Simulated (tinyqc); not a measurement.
All together: low-temperature mobility of a two-dimensional electron gas with static screening. Computed by tinyqc, a small Python program. Command: `OMP_NUM_THREADS=1 python tinyqc.py 3003560 3003561 out.jsonl twodeg walk`. One thread of a shared host (Intel(R) Xeon(R) Processor @ 2.30GHz), about 0.01 s of CPU time with the checks.

One subband is filled, the gas is degenerate and scatters at the Fermi circle; one permittivity serves on both sides of the interface. All formulas are in SI units, masses times m_0. Piezoelectric and polar phonons are left out, and n_s is taken as set by a gate, independent of N_i.

Inputs (values chosen for the exercise, modelled on an InAs channel): in-plane mass m = 0.03 m_0; mass across the layer m_z = 0.0309 m_0; permittivity eps = 14.9; valley degeneracy g_v = 1; sheet density n_s = 3.2e+12 1/cm^2; depletion charge N_d = 3.3e+10 1/cm^2; roughness height Delta = 0.35 nm; correlation length Lambda = 2.1 nm; remote charge density N_i = 2.9e+10 1/cm^2; distance d of the charges from the interface = 11 nm; density rho = 5680 kg/m^3; sound velocity v_l = 4220 m/s; deformation potential D_A = 7.3 eV; temperature T = 4.2 K.

Wave function: Fang-Howard. Roughness spectrum: Gaussian.

Constants: m_0 = 9.1093837015e-31 kg; e = 1.602176634e-19 C; eps_0 = 8.8541878128e-12 F/m; hbar = 1.054571817e-34 J s; k_B = 1.380649e-23 J/K.

Method:
- k_F = sqrt(2 pi n_s/g_v); E_F = hbar^2 k_F^2/(2 m); q_TF = g_v m e^2/(2 pi eps eps_0 hbar^2); Fang-Howard parameter b = [12 m_z e^2 (N_d + 11 n_s/32)/(eps eps_0 hbar^2)]^(1/3), mean depth 3/b; effective field F = e (N_d + n_s/2)/(eps eps_0).
- Form factors with u = q/b: screening G(q) = [1 + 9u/8 + 3u^2/8]/(1 + u)^3, remote charge P(q) = exp(-q d)/(1 + u)^3. Dielectric function eps(q) = 1 + q_TF G(q)/q, with q = 2 k_F sin(theta/2).
- Roughness: <|U|^2> = (e F)^2 S(q), S = pi Delta^2 Lambda^2 exp(-q^2 Lambda^2/4).
- 1/tau_t = (m/(pi hbar^3)) int_0^pi (1 - cos theta) <|U|^2>/eps(q)^2 dtheta; the quantum rate 1/tau_q drops the factor (1 - cos theta); 200 Gauss-Legendre points in s with theta = pi s^2, s from 0 to 1; mu = e tau_t/m.
- Remote charges: <|U|^2> = N_i [e^2 P(q)/(2 eps eps_0 q)]^2.
- Unscreened deformation potential in equipartition: 1/tau = m D_A^2 k_B T I/(rho v_l^2 hbar^3), I = int |psi|^4 dz = 3 b/16 for the Fang-Howard function (used for both wave-function options); mu = e tau/m. Bloch-Grueneisen temperature T_BG = 2 hbar v_l k_F/k_B.
- At the Fermi circle the rates add, so 1/mu is the sum; sheet resistance 1/(n_s e mu); mean free path hbar k_F mu/e; the quantum time adds the rates 1/tau_q, with the isotropic acoustic rate e/(m mu).

roughness mobility = 293174 cm^2/(V s)

remote-charge mobility = 1.83937e+08 cm^2/(V s)

acoustic mobility = 4.21399e+07 cm^2/(V s)

k_F = 0.448399 1/nm

tau_q, roughness = 4.60282 ps

tau_q, charges = 6.59725 ps

Mobilities:
```
process           mu (cm^2/(V s))  share of 1/mu (%)
roughness              2.9317e+05             99.152
remote charges         1.8394e+08            0.15804
acoustic phonons       4.2140e+07            0.68982
```

mobility mu = 2.9069e+05 cm^2/(V s)

sheet resistance = 6.7098 ohm

mean free path = 8579.4 nm

Dingle ratio tau_t/tau_q = 1.8357

The largest single share of 1/mu (99 %) belongs to roughness: the field presses the gas against the interface, and the rate goes as F^2. The Dingle ratio of 1.84 marks mostly large-angle scattering. Caution: E_F exceeds 100 meV in a band of small mass, where non-parabolicity and upper valleys, left out here, matter. Caution: E_F exceeds 1.1 (hbar^2 e^2 F^2/2 m_z)^(1/3), of the order of the first subband spacing (1.75 times that in a triangular well, less with self-consistent band bending), so a second subband may fill. Caution: T is below the Bloch-Grueneisen temperature T_BG, so equipartition fails: the acoustic mobility is only a lower bound and the acoustic share of 1/mu is overstated.

Extremes, crossings and ranges named in words are read from the listed rows.
